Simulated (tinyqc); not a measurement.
Thermal and gravitational stress in a wafer during furnace and rapid thermal processing, and the onset of slip: one step, computed by the program tinyqc. Command: `OMP_NUM_THREADS=1 python tinyqc.py 3026971 3026972 out.jsonl slip walk`. One thread of a shared host (Intel(R) Xeon(R) Processor @ 2.30GHz), about 0.01 s of CPU time with the checks.

A thin free disc in plane stress, isotropic; T(r) = T_centre + dT (r/R)^n. Stress is positive in tension; sigma_SB = 5.670374419e-8 W/(m^2 K^4), g = 9.80665 m/s^2.

Task: Resolved stress round the edge. At the edge the stress is uniaxial along the tangent d = (cos phi, sin phi, 0) of a (001) wafer; the Schmid factor is the largest |(d.n)(d.b)| over the twelve {111}<110> systems.

Inputs (values chosen for the exercise, modelled on silicon): edge less centre temperature dT = 27 K.

Temperature profile: edge zone, power law.

hoop stress at the edge = -10.4058 MPa

Give: Schmid factor and resolved stress at phi = 0, 7.5, 15, 22.5, 30, 37.5 and 45 degrees from [100].

Result:

Schmid factor and resolved stress at phi = 0, 7.5, 15, 22.5, 30, 37.5 and 45 degrees from [100]:
```
phi from [100] (degrees)  Schmid factor  resolved stress (MPa)
0.0                              0.4082                  4.248
7.5                              0.4541                  4.726
15.0                             0.4830                  5.026
22.5                             0.4928                  5.128
30.0                             0.4830                  5.026
37.5                             0.4541                  4.726
45.0                             0.4082                  4.248
```

The factor is 1/sqrt(6) = 0.408 along <100> and <110> and peaks at 0.4928 at 22.5 degrees, so slip, if any, starts at eight places between these directions.
